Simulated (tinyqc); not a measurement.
# Threshold-voltage variability of a planar MOSFET, analytic estimates, step by step

tinyqc, about 0.01 s, one thread, Intel Xeon 2.30GHz (shared host): `OMP_NUM_THREADS=1 python tinyqc.py 2090159 2090160 out.jsonl` Printed values are rounded.

Three independent sources add in quadrature: random dopants in the depleted layer, metal-gate grains of two orientations, and roughness of the two gate edges acting through the roll-off VT = VT(long) - Vr exp(-L/l). These are first-order estimates: no three-dimensional electrostatics, no percolation.

Parameters, values chosen for the exercise; material values close to those of silicon:
```
symbol,value,unit,meaning
T,273,K,temperature
Eg,1.14,eV,band gap
eps_r,11.9,,relative permittivity of the semiconductor
Nc,2.41e19,cm^-3,conduction-band density of states at T
Nv,2.29e19,cm^-3,valence-band density of states at T
Na,5.9e17,cm^-3,channel doping
ti,2.4,nm,oxide-equivalent thickness in inversion
L,20,nm,gate length
W,86,nm,gate width
G,4,nm,metal grain size
dW,0.2,eV,work-function difference of the two grain orientations
p,0.6,,share of the orientation of higher work function
De,1.6,nm,rms roughness of one gate edge
La,20,nm,correlation length of the roughness
l,4.5,nm,decay length of the threshold roll-off
Vr,2.3,V,prefactor of the roll-off
n,1.1,,subthreshold factor
gI,5,1/V,gm/I of a matched pair
sb,2.9,%,spread of the gain factor of one device
Nb,65536,,number of cells
Y,0.961,,wanted yield
```

Constants: q = 1.602176634e-19 C, kB = 1.380649e-23 J/K, Vt = kB T/q, eps0 = 8.8541878128e-14 F/cm where lengths are in cm. Results are converted to the units shown.

Range of the model: The depletion depth exceeds L, so source and drain share much of the charge and the dopant estimate is rough.

## Random dopants

ni = sqrt(Nc Nv) exp(-Eg/(2 Vt)), Eg in volts; Cox = 3.9 eps0/ti; Wd = sqrt(4 eps0 eps_r Vt ln(Na/ni)/(q Na)); dopants: s1 = (q/Cox) sqrt(Na Wd/(3 L W)). The slope A1 = s1 sqrt(L W); mean number of dopants Na L W Wd.

Cox = 1.43881 uF/cm^2
Wd = 46.4212 nm
mean number of dopants = 47.1082
A1 = 1.06398 mV um
s1 = 25.6547 mV

Counting alone, 1/sqrt(N) of the depletion voltage q Na Wd/Cox = 305 mV, would give sqrt(3) times more: dopants deep in the layer act less on the surface.

## Metal grains and edge roughness

Grains: Ng = L W/G^2 (at least 1), s2 = dW sqrt(p (1 - p)/Ng). Edges, with exponential correlation and u = W/La: the mean gate length has sL^2 = 2 De^2 (2/u)[1 - (1 - exp(-u))/u]; s3 = sL (Vr/l) exp(-L/l).

Ng = 107.5
s2 = 9.44999 mV
sL = 1.35466 nm
dVT/dL = 6.00230 mV/nm
s3 = 8.13106 mV

## Total spread, mismatch and leakage

s = sqrt(s1^2 + s2^2 + s3^2). For a pair: s(dVT) = sqrt(2) s; current mismatch sqrt(2) sqrt((gI s)^2 + sb^2); input offset = current mismatch/gI. For a Gaussian VT the off current is log-normal with mean/median = exp(s^2/(2 (n Vt)^2)).

s = 28.5234 mV
s(dVT) = 40.3381 mV
current mismatch = 20.5818 %
input offset = 41.1636 mV
mean/median of Ioff = 1.83576

The dopants give 80.9 % of the variance; without them s would be 12.5 mV.

## Iteration 1: margin in standard deviations for the wanted yield

k at the start = 2

Cells fail independently with probability Q(k) = erfc(k/sqrt(2))/2 when the margin is k standard deviations, and Y = exp(-Nb Q(k)). phi = exp(-k^2/2)/sqrt(2 pi). Newton steps on ln Q(k) = ln(-ln(Y)/Nb): k(new) = k + [ln Q - ln(-ln(Y)/Nb)] Q/phi.

Q(k) = 0.0227501
phi = 0.0539910
k after iteration 1 = 6.43767

## Iteration 2: margin in standard deviations for the wanted yield

As before.

Q(k) = 6.06620e-11
phi = 3.99537e-10
k after iteration 2 = 5.03916

## Course of the iteration: margin in standard deviations for the wanted yield

Stop when k changes by less than 1e-9, or after 30 iterations.

Course of the iteration:
```
iteration        k  |change|
1          6.43767      4.44
2          5.03916      1.40
3          4.85653     0.183
4          4.85334   3.19e-3
5          4.85334   9.77e-7
6          4.85334   < 1e-12
```

Converged in 6 iterations. At the end the number of correct digits about doubles with each step. With s(dVT) = 40.3 mV, 4.85 standard deviations are 196 mV.
